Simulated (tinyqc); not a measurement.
# Circuit elements from the admittance matrix

Question. Y belongs to a common-source circuit with y11 = i w (Cgs + Cgd), y12 = -i w Cgd, y21 = gm - i w Cgd, y22 = gds + i w (Cgd + Cd) and a resistance Rg in series with the gate; w = 2 pi f. Find Rg, Cgs + Cgd, Cgd, gm, gds and Cd.

Parameters, values chosen for the exercise: signal frequency f = 0.7 GHz.

Y with Rg (mS):

|  | 1 | 2 |
|---|---|---|
| 1 | 0.000461871+0.321403179i | -0.000207311-0.144261637i |
| 2 | 1.519321963-0.146445270i | 0.138371909+0.380987036i |

Answer. 1/Y11 = Rg + 1/(i w (Cgs + Cgd)) gives Rg; removing it from Z11 returns the inner y, whose parts are read off.

Rg = 4.47 ohm
Cgs + Cgd = 73.1 fF
Cgd = 32.8 fF
gm = 1.52 mS
gds = 0.138 mS
Cd = 53.6 fF

Program tinyqc, `OMP_NUM_THREADS=1 python tinyqc.py 2150152 2150153 out.jsonl`; Intel Xeon 2.30GHz, shared host, one thread, about 0.01 s.
